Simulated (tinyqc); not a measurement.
# Planar ballistic transistor, top-of-the-barrier model: what changes with what

At the top of the source barrier, states moving towards the drain are filled by the source (Fermi level 0) and states moving back by the drain (Fermi level -q Vd); nothing scatters. U is the shift of the band edge there, set by the capacitances CG, CD and CS (the total) and by the charge. Parabolic two-dimensional band; the source is grounded.

Inputs (values chosen for the exercise); mass and valleys close to those of indium arsenide: temperature T = 300 K; effective mass m = 0.0286 m0; valley degeneracy gv = 1; relative permittivity of the gate insulator eox = 3.9; insulator thickness tox = 2.1 nm; gate control CG/CS aG = 0.93; drain control CD/CS aD = 0.05; band edge at the barrier top above the source Fermi level at zero bias E0 = 0.39 eV; drain voltage Vd = 0.6 V.

Constants: q = 1.602176634e-19 C, kB = 1.380649e-23 J/K, hbar = 1.054571817e-34 J s, m0 = 9.1093837015e-31 kg, Vt = kB T/q, eps0 = 8.8541878128e-14 F/cm where lengths are in cm. Results are converted to the units shown.

Each table varies one quantity; the others keep the values above.

## Effect of the band edge at the barrier top above the source Fermi level at zero bias

N0 = gv m kB T/(pi hbar^2), CG = eps0 eox/tox, vT = sqrt(2 kB T/(pi m)), CS = CG/aG, n0 = n at U = 0 and Vd = 0. eta1 = -(E0 + U)/Vt, eta2 = eta1 - Vd/Vt, n = (N0/2)[F_0(eta1) + F_0(eta2)], F_0(x) = ln(1 + exp x). U = UL + q (n - n0)/CS with UL = -(aG Vg + aD Vd), energies in eV. I = q (N0/2) vT [F_(1/2)(eta1) - F_(1/2)(eta2)] per width, F_(1/2)(x) = (2/sqrt(pi)) int_0^infinity u^(1/2)/(1 + exp(u - x)) du. CQ = (q/Vt) dn/d(eta1).

In this table Vg = 0.6 V, Vd = 0.6 V.

Effect of the band edge at the barrier top above the source Fermi level at zero bias:
```
E0 (eV)   eta1  n (cm^-2)  I (uA/um)  mean velocity I/(q n) (cm/s)   CQ/CS
0.1      12.26   1.894e12       2563                       8.449e7  0.5413
0.15     10.99   1.698e12       2181                       8.017e7  0.5413
0.2      9.738   1.504e12       1823                       7.566e7  0.5413
0.25     8.483   1.310e12       1488                       7.091e7  0.5412
0.3      7.228   1.116e12       1178                       6.588e7  0.5409
0.35     5.972   9.227e11      895.0                       6.055e7  0.5399
0.4      4.715   7.295e11      641.6                       5.489e7  0.5365
0.45     3.452   5.380e11      422.1                       4.897e7  0.5247
```

As E0 goes from 0.1 to 0.45 eV, n falls from 1.89e12 to 5.38e11 cm^-2, the mean velocity falls from 8.45e7 to 4.90e7 cm/s and the current falls from 2560 to 422 uA/um. CQ/CS goes from 0.54 to 0.52. At E0 = 0.1 eV the source Fermi level lies over 0.3 eV above the band edge, where a light band is no longer parabolic.

## Transfer curve

Same model as above.

CQ = (q/Vt) dn/d(eta1).

Transfer curve:
```
Vg (V)     eta1  n (cm^-2)  I (uA/um)  mean velocity I/(q n) (cm/s)     CQ/CS
0        -13.93    1.384e5   7.052e-5                       3.181e7  4.850e-7
0.1      -10.33    5.050e6   0.002574                       3.181e7  1.770e-5
0.2      -6.731    1.841e8    0.09387                       3.182e7  6.450e-4
0.3      -3.156    6.443e9      3.304                       3.201e7   0.02212
0.4     0.06977   1.125e11      63.62                       3.529e7    0.2801
0.5       2.610   4.141e11      298.6                       4.501e7    0.5042
0.6       4.967   7.681e11      689.7                       5.605e7    0.5375
0.7       7.303   1.128e12       1196                       6.619e7    0.5409
0.8       9.637   1.488e12       1795                       7.529e7    0.5413
```

What does the table show?

The current rises from 7.05e-5 to 1800 uA/um. Between the first two rows the swing is 64.0 mV a decade, against Vt ln 10/aG = 64.0. CQ/CS goes from 4.8e-7 to 0.54, so a volt on the gate moves the band edge by 0.93 eV in the first row and 0.60 eV in the last. The mean velocity rises from 3.18e7 to 7.53e7 cm/s.

tinyqc, about 0.01 s, one thread, Intel Xeon 2.30GHz (shared host): `OMP_NUM_THREADS=1 python tinyqc.py 2400073 2400074 out.jsonl`
